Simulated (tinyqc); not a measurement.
CIS and TDHF on RHF in the 6-31g basis, for He, spin multiplicity 1, step by step. One step of it, computed by the program tinyqc.

Question. CIS matrix, singlets. A(ia,jb) = (e_a - e_i) d_ij d_ab + 2 (ia|jb) - (ij|ab).

orbital energies (hartree): MO1 -0.914127, MO2 1.399859

Two-electron integrals over orbitals (pq|rs), unique and non-zero (hartree):
```
p,q,r,s,(pq|rs)
1,1,1,1,1.026907
2,1,1,1,-0.316490
2,1,2,1,0.227670
2,2,1,1,0.858133
2,2,2,1,-0.255554
2,2,2,2,0.766363
```

Give: CIS matrix A, singlet.

Answer.

CIS matrix A, singlet (hartree):
```
,1>2
1>2,1.911
```
